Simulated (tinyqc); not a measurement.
Changing the field B: Heisenberg spin cluster by exact diagonalisation: multiplets, susceptibility, level crossings. Computed by tinyqc, a small Python program. Command: `OMP_NUM_THREADS=1 python tinyqc.py 3018715 3018716 out.jsonl spincl sweep`. One thread of a shared host (Intel(R) Xeon(R) Processor @ 2.30GHz), about 0.01 s of CPU time with the checks.

H = J1 sum S_i.S_j over the bonds 1-2 - g mu_B B S_z; J > 0 is antiferromagnetic.

Inputs (values chosen for the exercise, for a model cluster): exchange J1 = -12.4 meV; g factor = 2.15; temperature T = 66 K.

Cluster: dimer. Spin s of each site: 2.5.

Constants: k_B = 8.617333262e-05 eV/K; mu_B = 5.7883818060e-05 eV/T.

Method. Every multiplet has one member in the block S_z = 0; diagonalise it and read the total spin from <S^2> = S (S + 1). Each multiplet splits as E - g mu_B B m; <S_z> is the Boltzmann mean. The first level crossing is at the smallest (E_S - E_0)/(g mu_B (S - S_0)) over higher spins (0 if the ground state has the highest spin).

One run for each value:
```
field B (T)  <S_z>  first crossing field (T)
6.2          1.308                         0
11.0         2.164                         0
18.0         3.075                         0
31.0         3.976                         0
52.0         4.528                         0
89.0         4.834                         0
150.0        4.961                         0
260.0        4.997                         0
440.0        5.000                         0
740.0        5.000                         0
```

What does the table show, and why?

Over the rows, <S_z> rises from 1.31 to 5.00. At small field <S_z> is linear in B; any level crossing is rounded over k_B T/(g mu_B) = 46 T.

Extremes, crossings and ranges named in words are read from the listed rows.
